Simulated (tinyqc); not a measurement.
What moves the results: donors with valley-orbit split 1s states. A value that a table varies takes the place of the one given here.

Each donor binds at most one electron, in any of its states. For a site s, W_s = sum over its states of g exp(E/kT), and the ionised share is 1/(1 + W_s exp(eta)), eta = (EF - Ec)/kT; n = Nc F_1/2(eta); neutrality n + NA = ND x (mean ionised share); holes are neglected. Nc from N = 2 (m kB T/(4 pi c))^(3/2) with c = hbar^2/2m0, in 1/angstrom^3; times 1e24 for 1/cm^3, m = md. F_j(eta) = (1/Gamma(j + 1)) integral_0^infinity x^j dx/(1 + exp(x - eta)), which tends to exp(eta) for eta << 0.

Mobility (Caughey-Thomas form): mu = mu0 + (mu1 (T/300)^(-ga) - mu0)/(1 + ((ND + NA)/Nr)^de); rho = 1/(e n mu), e = 1.602176634e-19 C.

Constants: hbar^2/2m0 = 3.80998211 eV angstrom^2; kB = 8.617333262e-05 eV/K.

Inputs chosen for the exercise (near those of P in Si; not measured data): md = 1.067 m0 (density-of-states mass of the conduction band); E = (47, 35.1, 33.5) meV (binding energies of 1s(A1), 1s(T2), 1s(E)); g = (2, 6, 4) (their degeneracies with spin); ND = 2.2e+16 1/cm^3 (donors); NA = 6.7e+15 1/cm^3 (compensating acceptors, all ionised); T = 300 K; mu0 = 67 cm^2/(V s) (mobility at heavy doping); mu1 = 1449 cm^2/(V s) (mobility at light doping and 300 K); Nr = 8.9e+16 1/cm^3 (reference doping); de = 0.72 (doping exponent); ga = 2.3 (temperature exponent).

## What the excited states change

The last columns keep only the ground state of each site (g = 2).

Results:
```
T (K)  effective degeneracy     eta  n (1/cm^3)  n, ground states only  ratio
40                     2.27  -13.63    1.62e+12               1.84e+12  0.881
60                     2.89   -9.37    2.10e+14               2.99e+14  0.704
80                     3.63   -7.65    1.82e+15               2.76e+15  0.658
110                    4.67   -6.88    6.34e+15               8.88e+15  0.714
150                    5.80   -6.79    1.10e+16               1.32e+16  0.827
200                    6.84   -7.02    1.34e+16               1.47e+16  0.915
250                    7.59   -7.29    1.43e+16               1.50e+16  0.954
300                    8.16   -7.54    1.47e+16               1.52e+16  0.972
400                    8.95   -7.95    1.50e+16               1.52e+16  0.986
500                    9.48   -8.28    1.51e+16               1.53e+16  0.992
```

The effective degeneracy grows from 2.27 to 9.48. Excited states hold electrons back, so the ratio is never above 1; it is lowest, 0.658, at 80 K of those listed, and 0.972 at 300 K. At low T the excited states empty out, and at high T more donors are ionised (n is 99 % of ND - NA in the last row), so the effect is largest in between.

## Ionisation and resistivity against doping

NA = 0.

Results:
```
ND (1/cm^3)  n (1/cm^3)   n/ND  mu (cm^2/(V s))  rho (ohm cm)  rho at full ionisation
1.0e+14        1.00e+14  1.000             1439          43.4                    43.4
1.0e+15        9.98e+14  0.998             1397          4.48                    4.47
1.0e+16        9.82e+15  0.982             1212         0.524                   0.515
3.0e+16        2.85e+16  0.951             1015         0.215                   0.205
1.0e+17        8.64e+16  0.864              729        0.0991                  0.0856
3.0e+17        2.15e+17  0.718              474        0.0612                  0.0439
1.0e+18        5.15e+17  0.515              273        0.0444                  0.0229
2.0e+18        8.06e+17  0.403              200        0.0387                  0.0156
```

From 1e16 to 1e18 1/cm^3 rho falls by a factor 11.8, not 100: the mobility takes a factor 4.44 and incomplete ionisation 1.91. n/ND is below 0.9 from 1e+17 1/cm^3 on. From a few times 1e18 1/cm^3 on, depending on the dopant, the levels merge with the band, and already below that screening lowers the binding energy, so the last rows understate n.

## Compensation sets the slope of the freeze-out

NA = K ND. The slope energy is -d ln(n T^(-p))/d(1/kT) between 30 and 36 K, with p = 3/4 for K = 0 and p = 3/2 otherwise.

Results:
```
K       n(30 K) (1/cm^3)  n(36 K) (1/cm^3)  slope energy (meV)
0               1.08e+13          5.52e+13               23.12
0.0010          4.44e+12          4.52e+13               31.77
0.010           5.28e+11          1.30e+13               45.42
0.050           1.01e+11          2.63e+12               46.24
0.20            2.14e+10          5.55e+11               46.27
0.50            5.34e+09          1.39e+11               46.28
```

Without acceptors the slope is 23.12 meV, against half the ground-state energy, 23.50; with K = 0.05 it is 46.24 meV, against the full 47. The full energy (less a few meV where excited levels lie within a few kT) shows where n is far below NA, since the acceptors then hold EF near the donor level: n(36 K)/NA is 2.1 for K = 0.001 and 0.0024 for K = 0.05; for K = 0.001 the sample is still in or near the uncompensated regime, where p = 3/2 is the wrong power, so that slope means little.

## What moves the carrier density

All results formed anew. Each row changes one parameter from the base and keeps the others.

Results:
```
case                         eta  n (1/cm^3)  rho (ohm cm)
base                      -7.538   1.473e+16        0.4135
E = (52, 35.1, 33.5) meV  -7.540   1.470e+16        0.4143
md = 1.174 m0             -7.676   1.480e+16        0.4115
ND = 4.4e+16 1/cm^3       -6.681   3.469e+16        0.2008
NA = 8.9e+15 1/cm^3       -7.693   1.261e+16        0.4906
T = 330 K                 -7.672   1.486e+16        0.5078
Nr = 1.78e+17 1/cm^3      -7.538   1.473e+16        0.3666
```

The largest shifts from the base row, up to three for each result and ties (the steps differ in size, so this ranks the rows, not the parameters). eta: ND +0.857, NA -0.155, md -0.138; unchanged at the printed digits by Nr. n (1/cm^3): ND +2.00e+16, NA -2.12e+15, T +1.31e+14; unchanged at the printed digits by Nr. rho (ohm cm): ND -0.213, T +0.0943, NA +0.0771.

Run: tinyqc, `OMP_NUM_THREADS=1 python tinyqc.py 1652271 1652272 out.jsonl`; Intel(R) Xeon(R) Processor @ 2.30GHz, one thread, shared host; about 0.02 s of CPU time with all checks.
